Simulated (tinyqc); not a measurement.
FinFET, parasitic resistance, capacitance and delay: two steps of the calculation.

Nf fins under one contact; each has gated perimeter p = 2 Hf + Wf and cross-section A = Hf Wf; contact width Wc = Nf pf, stack height Hs = Hf. Contact length Lc = CPP - Lg - 2 Lsp, shared by two neighbouring gates. Source and drain sides are equal. The formulas are first-order estimates, not field solutions.

Parameters, values chosen for the exercise; values close to those of silicon logic devices:
```
symbol  value        unit                              meaning
T         300           K                          temperature
Nf          2                                   number of fins
Hf         50          nm                           fin height
Wf          8          nm                            fin width
pf         42          nm                            fin pitch
Lg         18          nm                          gate length
Lsp         8          nm                        spacer length
ks        3.3              relative permittivity of the spacer
Hc         30          nm  gate height above the channel stack
Lov       0.5          nm                         gate overlap
Cinv      2.8     uF/cm^2                inversion capacitance
vx      1.4e7        cm/s                   injection velocity
mu        290  cm^2/(V s)                    apparent mobility
VT        0.2           V      threshold at zero drain voltage
dl      0.064         V/V                     barrier lowering
n        1.12                              subthreshold factor
Cw       0.06          fF                            wire load
Vdd       0.7           V                       supply voltage
```

Constants: q = 1.602176634e-19 C, kB = 1.380649e-23 J/K, eps0 = 8.8541878128e-12 F/m, Vt = kB T/q. Results are converted to the units shown.

Question 1. Capacitances. With N fins: gate Cg = Cinv p N Lg; per side, plate Cp = ks eps0 [Wc (Hs + Hc) - N A]/Lsp, top fringe Cf = (2/pi) ks eps0 Wc ln(1 + Lg/(2 Lsp)), overlap Co = Cinv p N Lov. Cs = Cp + Cf + Co. An inverter of two such devices driving an equal one has the load CL = 2 (Cg + 2 Cs) + 4 Cs + Cw (its own drains counted twice for the Miller effect).

Wanted: Cg; Cp; Cf; Co; CL.

Answer 1.

Cg = 108.86 aF
Cp = 21.622 aF
Cf = 1.1778 aF
Co = 3.0240 aF
CL = 484.32 aF

The channel capacitance gives 45.0 % of CL, the parasitic parts 42.7 % and the wire 12.4 %.

Question 2. Fin currents at Vgs = Vdd, Vds = Vdd/2. One fin: I = p Q vx u/(1 + |u|^1.8)^(1/1.8), Q = Cinv n Vt ln(1 + exp((Vg' - VT + dl Vd')/(n Vt))), u = Vd' mu/(vx Lg), Vg' = Vgs - v, Vd' = Vds - 2 v, with the drop on each side v = Rc (sum of I) + Rx I. I(new) = I + 0.5 (I(out) - I).

I at the start (uA): fin 1 0, fin 2 0
Rc = 393.53106 ohm
Rx = 112 ohm

Give: drop v; I(out); I after iteration 1.

Answer 2.

drop v (mV): fin 1 0, fin 2 0
I(out) (uA): fin 1 211.75, fin 2 211.75
I after iteration 1 (uA): fin 1 105.87, fin 2 105.87

Computed by the program tinyqc: `OMP_NUM_THREADS=1 python tinyqc.py 2170058 2170059 out.jsonl`, one thread of a shared Intel Xeon 2.30GHz, about 0.03 s for the whole run.
